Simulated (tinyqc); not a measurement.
# A finite superlattice with mass mismatch, transfer matrices: lowest miniband against Lw

One electron of energy E comes from the left lead (band edge 0); no transverse momentum. Parabolic bands, masses in units of m0, C = hbar^2/(2 m0); psi and psi'/m are continuous at every interface. N periods of a barrier d1 followed by a well Lw; the right lead equals the left one.

For the pair (psi, psi'/m) a flat layer has M = [[cos kd, (m/k) sin kd], [-(k/m) sin kd, cos kd]] with k = sqrt(m (E - U)/C) above its edge U, and M = [[cosh Kd, (m/K) sinh Kd], [(K/m) sinh Kd, cosh Kd]] with K = sqrt(m (U - E)/C) below it. With x(E) = (M11 + M22)/2 of one period, the lowest miniband of the infinite superlattice runs from x = 1 to x = -1, and the mass at its bottom is -2 C (dx/dE)/(d1 + Lw)^2.

Inputs (values chosen for the exercise); masses and offsets close to those of silicon wells and oxide barriers: mass in the left lead mL = 0.25 m0; barrier height U1 = 3 eV; barrier mass m1 = 0.5 m0; barrier width d1 = 0.3 nm.

Constants: q = 1.602176634e-19 C, hbar = 1.054571817e-34 J s, m0 = 9.1093837015e-31 kg, hbar^2/(2 m0) = 0.0380998212 eV nm^2. Results are converted to the units shown.

Lowest miniband against Lw:
```
Lw (nm)  bottom (eV)  top (eV)  width (meV)  mass at the bottom (m0)
0.5           0.9122     1.719        806.6                   0.4295
0.7           0.6675     1.147        479.5                   0.4405
0.9           0.5123    0.8238        311.6                   0.4552
1.1           0.4068    0.6219        215.0                   0.4723
1.4           0.3017    0.4352        133.4                   0.5007
1.6           0.2531    0.3541        101.0                   0.5209
1.8           0.2156    0.2939        78.34                   0.5419
2             0.1859    0.2479        62.02                   0.5635
```

What does the table show?

The width falls from 807 to 62.0 meV, the bottom falls from 0.912 to 0.186 eV, and the mass at the bottom rises from 0.429 to 0.564 m0 (well mass 0.25). In every row a layer is thinner than 0.8 nm, a few atomic planes, where an effective mass is a rough description.

Range of the model: Masses are held fixed, although real bands cease to be parabolic a few tenths of an eV from their edges (inside a barrier too).

Program tinyqc, `OMP_NUM_THREADS=1 python tinyqc.py 2560037 2560038 out.jsonl`; Intel Xeon 2.30GHz, shared host, one thread, about 0.01 s.
